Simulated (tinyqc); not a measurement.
CIS on RHF in the 6-31g basis, for H2, spin multiplicity 1, step by step. One step of it, computed by the program tinyqc.

Problem. CIS matrix, triplets. A(ia,jb) = (e_a - e_i) d_ij d_ab - (ij|ab).

orbital energies (hartree): MO1 -0.525508, MO2 0.165302, MO3 0.908622, MO4 1.156749

Two-electron integrals over orbitals (pq|rs), unique and non-zero (hartree):
```
p,q,r,s,(pq|rs)
1,1,1,1,0.566593
2,1,2,1,0.107472
2,2,1,1,0.440022
2,2,2,2,0.400743
3,1,1,1,0.134005
3,1,2,2,0.067986
3,1,3,1,0.094060
3,2,2,1,0.009704
3,2,3,2,0.037236
3,3,1,1,0.503577
3,3,2,2,0.401857
3,3,3,1,0.118390
3,3,3,3,0.472384
4,1,2,1,-0.080522
4,1,3,2,-0.048560
4,1,4,1,0.110276
4,2,1,1,-0.136888
4,2,2,2,-0.072078
4,2,3,1,-0.080786
4,2,3,3,-0.118118
4,2,4,2,0.081987
4,3,2,1,-0.119352
4,3,3,2,-0.037032
4,3,4,1,0.125047
4,3,4,3,0.172485
4,4,1,1,0.568529
4,4,2,2,0.447789
4,4,3,1,0.170077
4,4,3,3,0.530877
4,4,4,2,-0.162257
4,4,4,4,0.629828
```

Give: CIS matrix A, triplet.

Solution.

CIS matrix A, triplet (hartree), lower triangle:
```
,1>2,1>3,1>4
1>2,0.2508
1>3,0.0000,0.9306
1>4,0.1369,0.0000,1.1137
```
